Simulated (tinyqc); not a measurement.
Raising the surface concentration at fixed length: sheet resistance of a shallow doped layer with concentration-dependent mobility and limited activation. Computed by tinyqc, a small Python program. Command: `OMP_NUM_THREADS=1 python tinyqc.py 3000033 3000034 out.jsonl irvin walk`. One thread of a shared host (Intel(R) Xeon(R) Processor @ 2.30GHz), about 0.02 s of CPU time with the checks.

A layer of one dopant lies in a background of the opposite type. Current flows parallel to the surface down to the junction; depletion is ignored.

Inputs (values chosen for the exercise, modelled on antimony in silicon):

| quantity | value | unit |
|---|---|---|
| surface concentration C_s | 1.9e+21 | 1/cm^3 |
| length l | 3 | nm |
| background C_B | 1e+16 | 1/cm^3 |
| mobility floor mu_min | 61.5 | cm^2/(V s) |
| mobility mu_max | 1400 | cm^2/(V s) |
| reference density N_r | 9.25e+16 | 1/cm^3 |
| exponent alpha | 0.705 | - |
| prefactor of the active limit | 3.7e+21 | 1/cm^3 |
| energy of the active limit | 0.566 | eV |
| anneal temperature T | 1150 | C |

Profile: Gaussian.

Constants: k_B = 8.617333262e-05 eV/K; e = 1.602176634e-19 C.

Method:
- C(x) = C_s exp(-x^2/(2 l^2)).
- Temperatures in kelvin are T(C) + 273.15.
- Active limit C_a = prefactor x exp(-energy/(k_B T)); the junction lies where C = C_B, and the profile exceeds C_a down to x_a (zero if C_s is below C_a). Slope at the junction in nm per decade = ln(10) C/|dC/dx|.
- Active density N = min(C, C_a); carriers n = N - C_B; mobility mu = mu_min + (mu_max - mu_min)/(1 + ((N + C_B)/N_r)^alpha).
- Integrals from 0 to x_j, where C = C_B (Gauss-Legendre, 60 points on each smooth piece; 1 nm = 1e-7 cm): dose int C dx, carriers int n dx, mean mobility int n mu dx/int n dx, R_s = 1/(e int n mu dx).
- The last column drops the active limit.

active limit C_a = 3.66298e+19 1/cm^3

Layers:

| C_s (1/cm^3) | x_j (nm) | dose (1/cm^2) | mean mu (cm^2/(V s)) | R_s (ohm/square) | R_s if all active |
|---|---|---|---|---|---|
| 1.00e+18 | 9.105 | 3.7509e+11 | 343.01 | 49718 | 4.9718e+04 |
| 3.00e+18 | 10.133 | 1.1272e+12 | 216.47 | 25812 | 2.5812e+04 |
| 1.00e+19 | 11.151 | 3.7592e+12 | 136.32 | 12216 | 1.2216e+04 |
| 3.00e+19 | 12.005 | 1.1279e+13 | 98.40 | 5629 | 5.6294e+03 |
| 1.00e+20 | 12.876 | 3.7599e+13 | 87.25 | 3336 | 2.1279e+03 |
| 2.00e+20 | 13.352 | 7.5198e+13 | 85.76 | 2894 | 1.1557e+03 |
| 5.00e+20 | 13.956 | 1.8800e+14 | 84.65 | 2517 | 4.9549e+02 |
| 1.00e+21 | 14.396 | 3.7599e+14 | 84.10 | 2315 | 2.5574e+02 |
| 2.00e+21 | 14.823 | 7.5199e+14 | 83.70 | 2156 | 1.3049e+02 |

R_s falls as C_s^-0.60 between the first rows and as C_s^-0.10 between the last. Below C_a = 3.7e19 the exponent is set by the mobility, which drops from 343 towards mu_min. Above C_a extra dose only widens the clipped region: in the last row R_s is 16.52 times the fully active value. Caution: in rows with more than about 2e20 active atoms per cm^3 measured mobilities fall further than this form.
